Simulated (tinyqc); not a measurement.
Worked calculation: interface roughness in a thin film (subband fluctuation and scattering). Values are carried at full precision from step to step, so a last printed digit may differ when a step is redone from the rounded ones.

Square well of width t, barriers V0, c = hbar^2/2m0: E1 solves k t + 2 atan[(k/mz)/(kappa/mb)] = pi, k = sqrt(mz E/c), kappa = sqrt(mb (V0 - E)/c). One interface is rough, so the subband edge fluctuates by G dt with G = |dE1/dt| (central difference of 0.01 angstrom; 2 E1/t for hard walls).

Constants: hbar^2/2m0 = 3.80998211 eV angstrom^2; e^2/(4 pi eps0) = 14.39964547 eV angstrom; hbar = 6.58211957e-16 eV s.

Inputs chosen for the exercise (near those of a thin Si channel on (100), two-fold valleys; not measured data):
- t = 26 angstrom (film thickness)
- mz = 0.94 m0 (confinement mass)
- V0 = 3.15 eV (barrier)
- mb = 0.48 m0 (barrier mass)
- D = 3.7 angstrom (rms height of the roughness)
- md = 0.186 m0 (mass in the plane)
- gv = 2 (valleys)
- Lc = 16 angstrom (correlation length)
- Ns = 2.9 x 1e12/cm^2 (sheet density)
- eps = 7.6 (mean dielectric constant at the channel)
- Lg = 120 angstrom (gate length)
- Wg = 150 angstrom (gate width)

## Sensitivity of the level to thickness

Give E1, G, the hard-wall values and the rms fluctuation G D.

E1 = 52.40 meV
G = |dE1/dt| = 3.7905 meV/angstrom

hard walls: E1 (meV) and G (meV/angstrom): 59.176  4.552

G D = 14.02 meV

Hard walls overstate G by a factor 1.20, and the scattering rate, which goes as G^2, by 1.44.

## The angular integrand

Gaussian roughness spectrum S(q) = pi D^2 Lc^2 exp(-q^2 Lc^2/4). Degenerate gas, taken to fill one subband (the second starts to fill once c kF^2/md exceeds E2 - E1, which is not tested here): kF = sqrt(2 pi Ns/gv), q = 2 kF sin(theta/2), 1/tau = (md/(2 pi c hbar)) G^2 times the integral from 0 to pi of S(q)(1 - cos theta)/eps(q)^2 dtheta, eps(q) = 1 + qs/q with screening (qs = gv md q0/(c eps), q0 = e^2/(4 pi eps0), form factors left out, which overstates the screening; other scattering is left out too, so these values lie far above measured mobilities in all but the thinnest films) or 1 without; mobility = tau c2/md with c2 = e/m0 = 1.75882e15 cm^2/(V s^2); 1e12/cm^2 = 1e-4/angstrom^2.

kF, qs, and exp(-q^2 Lc^2/4)(1 - cos theta) without and with the factor 1/eps^2 at theta = 30, 60, ..., 180 degrees.

kF = 0.03018 1/angstrom
qs = 0.1850 1/angstrom

Integrand:
```
theta  q (1/angstrom)   bare  eps(q)  screened
30             0.0156  0.132   12.84  0.000800
60             0.0302  0.472    7.13   0.00928
90             0.0427  0.890    5.33    0.0313
120            0.0523   1.26    4.54    0.0611
150            0.0583   1.50    4.17    0.0862
180            0.0604   1.58    4.06    0.0959
```

kF Lc = 0.48: the roughness is short-ranged for these electrons, and back-scattering dominates.

## Scattering time and mobility

Integrate over theta.

Results:
```
case      integral  tau (fs)  mobility (cm^2/(V s))
bare         2.642     202.7                   1917
screened    0.1239      4322              4.087e+04
```

Screening raises the mobility by a factor 21.3. With it kF l = 245, so by this rate the carriers are far from localisation. G D = 14.0 meV is more than half of EF - E1 = 18.7 meV, though, which makes the Born rate doubtful.

## Threshold variation

Averaged over an area A = Lg Wg much larger than Lc^2, the thickness varies by D sqrt(pi Lc^2/A), so sigma(Vt) = G D Lc sqrt(pi/A)/e; the Pelgrom coefficient is sigma sqrt(A) (1 micrometre = 1e4 angstrom).

rms of the mean thickness = 0.782 angstrom
sigma(Vt) = 2.965 mV
coefficient = 0.0398 mV micrometre

The electrostatic effect of the thickness is left out.

## Checks

- G from the envelope at the wall, psi(t/2)^2 (E1 + c mz (kappa/mb)^2), against the difference quotient, meV/angstrom: both 3.790.
- Bare integral for Lc -> 0 against pi: both 3.1416.

(tinyqc, `OMP_NUM_THREADS=1 python tinyqc.py 1251664 1251665 out.jsonl`, Intel(R) Xeon(R) Processor @ 2.30GHz, 1 thread, shared host, about 0.01 s.)
